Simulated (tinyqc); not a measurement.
Wannier functions of a composite (isolated) pair of valence bands (bonds of an sp chain), step by step. Values are carried at full precision from step to step, so a last printed digit may differ when a step is redone from the rounded ones.

Each atom has a hybrid pointing left (<) and right (>). H(k): diagonal +V3 on A, -V3 on B; <A<|A>> = -V1a, <B<|B>> = -V1b, <A>|B<> = -V2, <B>|A<> = -V2p exp(ik); k in 1/a, Bloch sums with exp(ikR). The two lowest bands are filled. Trial functions in cell 0: g1 = cos(c) A> + sin(c) B<, and g2 = sin(c) B> + cos(c) A< of cell 1, whose Bloch vector has cos(c) exp(-ik) on A<. Projection A_mn = <psi_m|g_n>, S = A^+ A, Loewdin U = A S^(-1/2), Bloch-like states w_n = sum_m psi_m U_mn, H_W(k) = U^+ diag(E) U. P = sum_m |psi_m><psi_m| is free of phase choices, and S = g^+ P g, w = P g S^(-1/2).

Inputs chosen for the exercise: V2 = 3 eV (coupling in the bond A-B inside the cell); V2p = 2.81 eV (coupling in the bond to the next cell); V1a = 1.47 eV (coupling of the two hybrids on A); V1b = 1.59 eV (the same on B); V3 = 0 eV (A at +V3, B at -V3); j = 1 (mesh point, k = 2 pi j/N); N = 4 (k points); c = 45 degrees (trial bonds cos(c) on A, sin(c) on B); xb = 0.48 a (position of B (A at 0)).

## H at one mesh point

Fill in the matrix.

H(k) (eV), lower triangle (Hermitian):
```
,A<,A>,B<,B>
A<,0
A>,-1.4700,0
B<,0,-3.0000,0
B>,-2.8100i,0,-1.5900,0
```

## Levels and the projector on the filled bands

Diagonalise; P = sum over the two lowest states of |psi><psi|.

levels (eV): -4.1368  -2.1147  2.1147  4.1368

P, lower triangle (Hermitian):
```
,A<,A>,B<,B>
A<,0.5000
A>,0.1515-0.1225i,0.5000
B<,0,0.4565-0.0600i,0.5000
B>,-0.0641+0.4560i,0,0.1586-0.1133i,0.5000
```

The filled states put 2.000 electrons on A and 2.000 on B at this k.

## Loewdin orthogonalisation

The trial vectors are the columns g1 = (0, cos c, sin c, 0), g2 = (cos c exp(-ik), 0, 0, sin c), k = 2 pi j/N. Form S = g^+ P g, its eigenvalues, S^(-1/2), and w = P g S^(-1/2).

S:
```
,1,2
1,0.9565,0.0180-0.0191i
2,0.0180+0.0191i,0.9560
```

eigenvalues of S: 0.9300  0.9825

S^(-1/2):
```
,1,2
1,1.0228,-0.0096+0.0102i
2,-0.0096-0.0102i,1.0231
```

w:
```
,1,2
A<,0.1031+0.0956i,-0.0483-0.6913i
A>,0.6915+0.0453i,-0.0956-0.1031i
B<,0.6915-0.0453i,0.1086+0.0893i
B>,0.1086-0.0893i,0.6913+0.0483i
```

The combinations of the trial bonds that diagonalise S lie 93.0 to 98.3 % inside the filled space; an eigenvalue near zero would mark a poor choice.

## The Hamiltonian in the new basis

H_W = w^+ H w; its eigenvalues must be the two filled levels.

H_W(k) (eV):
```
,1,2
1,-3.221,-0.743+0.679i
2,-0.743-0.679i,-3.031
```

eigenvalues (eV): -4.137  -2.115

## Hoppings between the Wannier functions

H_mn(R) = (1/N) sum_k exp(-ikR) H_W,mn(k), the coupling of function m in cell 0 to function n in cell R.

H(R) (eV):
```
R,11,12,21,22
-1,0.0944,-0.7070,-0.0280,0.0944
0,-3.2051,-0.7691,-0.7691,-3.0151
1,0.0944,-0.0280,-0.7070,0.0944
2,0.0156,-0.0259,-0.0259,0.0157
```

The bond levels are -3.205 and -3.015 eV, against -sqrt(V2^2 + V3^2) = -3.000 and -2.810 for isolated bonds. Neighbouring bonds couple by -0.769 eV through B; the bond-orbital estimate is -V1b (1 + ap)/2 = -0.795 with the mean V2 in ap = V3/sqrt(V2^2 + V3^2).

## The functions in real space

w_n(R) = (1/N) sum_k exp(ikR) w_n(k); point-like hybrids at R (A) and R + xb (B) give centres and spreads.

Function 1:
```
R,A<,A>,B<,B>
-1,0.0035,0.0278,-0.0175,-0.0852
0,0.0922,0.6941,0.6941,0.0986
1,-0.0921,-0.0175,0.0278,0.0040
2,-0.0110,0.0026,0.0026,-0.0101
```

centres (a): 1 0.2417, 2 0.7388

spreads (a^2): 1 0.0694, 2 0.0789

Function 1 has 96.4 % of its weight on the two hybrids of its bond. Its centre lies +0.0017 a from the middle of the bond.

## Checks

- Eigenvalues of H_W against the filled levels: they agree to 1e-10 or better.
- W^+ w against the unit matrix: they agree to 1e-10 or better.

tinyqc: `OMP_NUM_THREADS=1 python tinyqc.py 1482433 1482434 out.jsonl`; about 0.2 s, one thread, shared Intel(R) Xeon(R) Processor @ 2.30GHz.
